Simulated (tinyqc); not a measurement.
Inside a calculation. Method: LDA (VWN5) atom on a uniform radial grid, spin-unpolarised, for Be. Computed by tinyqc, a small Python program that keeps every step. Settings: Z = 4, points = 64, R = 9.1, functional = lda,vwn, mixing = 0.2, iteration cap = 61. Command: `OMP_NUM_THREADS=1 python tinyqc.py 24585 24586 out.jsonl` (the two numbers bound the seeds that draw the settings). One thread of a shared host (Intel(R) Xeon(R) Processor @ 2.60GHz), about 0.07 s of CPU time with the checks. Later iterations appear only in the table of the cycle.

## Iteration 1

Spherical atom on a uniform radial grid r_j = j h with h = R/(N + 1), h sum u^2 = 1 and integrals as h times sums, u(0) = u(R) = 0 (atomic units):
```
parameter           value
Z                       4
points N               64
R                9.100000
h                0.140000
mixing           0.200000
electrons in 1s         2
electrons in 2s         2
```

Three-point differences turn -u''/2 + [l(l+1)/2r^2 - Z/r + V] u = e u into a tridiagonal matrix (diagonal 1/h^2 + potential, off-diagonal -1/2h^2). D = sum f u^2; the Hartree potential y/r solves y'' = -D/r with y(0) = 0, y(R) = N_e; v_xc comes from rho = D/(4 pi r^2); E = sum f e - int D V + int D (V_H/2 + eps_xc); V(new) = V + mixing (V_H + v_xc - V).

eigenvalues (hartree): 1s -7.455301, 2s -1.962265

Every 4th grid point:
```
r             V in     u(1s)      u(2s)         D       V_H       v_xc
0.560000  0.000000  0.987757  -0.083882  1.965399  4.952278  -0.854895
1.120000  0.000000  0.233151  -0.818087  1.447251  3.139773  -0.504386
1.680000  0.000000  0.041275  -0.784622  1.234670  2.297013  -0.374277
2.240000  0.000000  0.006495  -0.513224  0.526883  1.771058  -0.242491
2.800000  0.000000  0.000958  -0.281389  0.158362  1.426214  -0.147737
3.360000  0.000000  0.000136  -0.139179  0.038742  1.190119  -0.087028
3.920000  0.000000  0.000019  -0.064327  0.008276  1.020356  -0.050029
4.480000  0.000000  2.52e-06  -0.028335  0.001606  0.892850  -0.028130
5.040000  0.000000  3.35e-07  -0.012040  0.000290  0.793650  -0.015480
5.600000  0.000000  4.39e-08  -0.004976  0.000050  0.714286  -0.008349
6.160000  0.000000  5.70e-09  -0.002011  0.000008  0.649351  -0.004423
6.720000  0.000000  7.33e-10  -0.000798  1.27e-06  0.595238  -0.002309
7.280000  0.000000  9.38e-11  -0.000311  1.94e-07  0.549451  -0.001190
7.840000  0.000000  1.19e-11  -0.000119  2.82e-08  0.510204  -0.000603
8.400000  0.000000         0  -0.000042  3.51e-09  0.476190  -0.000290
8.960000  0.000000         0  -0.000007  8.96e-11  0.446429  -0.000083
```

total energy = -12.48332996 hartree

## Iteration 2

As before.

eigenvalues (hartree): 1s -6.457699, 2s -1.501989

Every 4th grid point:
```
r             V in     u(1s)      u(2s)         D       V_H       v_xc
0.560000  0.819477  1.002384  -0.034503  2.011929  4.824088  -0.861209
1.120000  0.527077  0.257719  -0.742475  1.235375  3.063324  -0.480318
1.680000  0.384547  0.050634  -0.791430  1.257851  2.264729  -0.376415
2.240000  0.305713  0.008924  -0.574326  0.659860  1.761191  -0.259579
2.800000  0.255695  0.001482  -0.350385  0.245544  1.423730  -0.168478
3.360000  0.220618  0.000237  -0.193421  0.074823  1.189566  -0.105907
3.920000  0.194065  0.000037  -0.100046  0.020018  1.020243  -0.065175
4.480000  0.172944  0.000006  -0.049439  0.004888  0.892828  -0.039406
5.040000  0.155634  8.57e-07  -0.023620  0.001116  0.793646  -0.023430
5.600000  0.141187  1.28e-07  -0.010995  0.000242  0.714285  -0.013707
6.160000  0.128985  1.90e-08  -0.005013  0.000050  0.649351  -0.007900
6.720000  0.118586  2.79e-09  -0.002247  0.000010  0.595238  -0.004491
7.280000  0.109652  4.08e-10  -0.000990  1.96e-06  0.549451  -0.002520
7.840000  0.101920  5.93e-11  -0.000425  3.61e-07  0.510204  -0.001388
8.400000  0.095180         0  -0.000165  5.46e-08  0.476190  -0.000716
8.960000  0.089269         0  -0.000028  1.55e-09  0.446429  -0.000212
```

total energy = -12.82083867 hartree

## Iteration 3

As before.

eigenvalues (hartree): 1s -5.703019, 2s -1.164287

Every 4th grid point:
```
r             V in     u(1s)      u(2s)         D       V_H       v_xc
0.560000  1.448157  1.012587  -0.000160  2.050664  4.714083  -0.866389
1.120000  0.938263  0.278176  -0.672660  1.059706  2.993658  -0.458126
1.680000  0.685300  0.059318  -0.781196  1.227570  2.230745  -0.373617
2.240000  0.544893  0.011437  -0.616412  0.760188  1.748837  -0.270955
2.800000  0.455607  0.002088  -0.410008  0.336222  1.419985  -0.185145
3.360000  0.393226  0.000369  -0.247428  0.122441  1.188555  -0.122676
3.920000  0.346266  0.000064  -0.140242  0.039336  1.019991  -0.079741
4.480000  0.309040  0.000011  -0.076104  0.011584  0.892769  -0.051078
5.040000  0.278550  1.81e-06  -0.040003  0.003201  0.793632  -0.032288
5.600000  0.253065  3.00e-07  -0.020522  0.000842  0.714282  -0.020152
6.160000  0.231479  4.94e-08  -0.010326  0.000213  0.649350  -0.012424
6.720000  0.213018  8.08e-09  -0.005110  0.000052  0.595238  -0.007569
7.280000  0.197108  1.31e-09  -0.002484  0.000012  0.549451  -0.004551
7.840000  0.183299  2.13e-10  -0.001169  2.73e-06  0.510204  -0.002674
8.400000  0.171239  3.41e-11  -0.000490  4.80e-07  0.476190  -0.001457
8.960000  0.160659         0  -0.000086  1.47e-08  0.446429  -0.000447
```

total energy = -13.04099831 hartree

## Convergence

Stop when input and output potentials agree to 1e-7.

Course of the cycle (hartree):
```
iteration             E      e(1s)      e(2s)  largest |V(out) - V(in)|
1          -12.48332996  -7.455301  -1.962265                  6.44e+00
2          -12.82083867  -6.457699  -1.501989                  4.87e+00
3          -13.04099831  -5.703019  -1.164287                  3.67e+00
4          -13.18221108  -5.133635  -0.915903                  2.75e+00
5          -13.27130736  -4.705315  -0.732728                  2.05e+00
6          -13.32660764  -4.384133  -0.597275                  1.52e+00
7          -13.36036939  -4.144089  -0.496845                  1.13e+00
8          -13.38064440  -3.965286  -0.422190                  8.31e-01
9          -13.39262737  -3.832534  -0.366561                  6.10e-01
10         -13.39960568  -3.734272  -0.325015                  4.46e-01
11         -13.40361684  -3.661740  -0.293921                  3.25e-01
...                 ...        ...        ...                       ...
51         -13.40879510  -3.462830  -0.198834                  5.41e-06
52         -13.40879510  -3.462830  -0.198834                  4.32e-06
53         -13.40879510  -3.462831  -0.198833                  3.46e-06
54         -13.40879510  -3.462831  -0.198833                  2.76e-06
55         -13.40879510  -3.462831  -0.198833                  2.21e-06
56         -13.40879510  -3.462831  -0.198832                  1.76e-06
57         -13.40879510  -3.462831  -0.198832                  1.41e-06
58         -13.40879510  -3.462831  -0.198832                  1.13e-06
59         -13.40879510  -3.462831  -0.198832                  9.00e-07
60         -13.40879510  -3.462831  -0.198832                  7.19e-07
61         -13.40879510  -3.462831  -0.198832                  5.75e-07
```

Not converged within 61 iterations: the residual falls steadily but slowly, by a factor of about 0.80 a step. Reruns (cap 100 unless said): mixing 0.3: converged in 44; mixing 0.6: converged in 18; the original settings with a cap of 400: converged in 69. Even converged, this uniform grid resolves the cusp poorly and misses the energy of the atom.
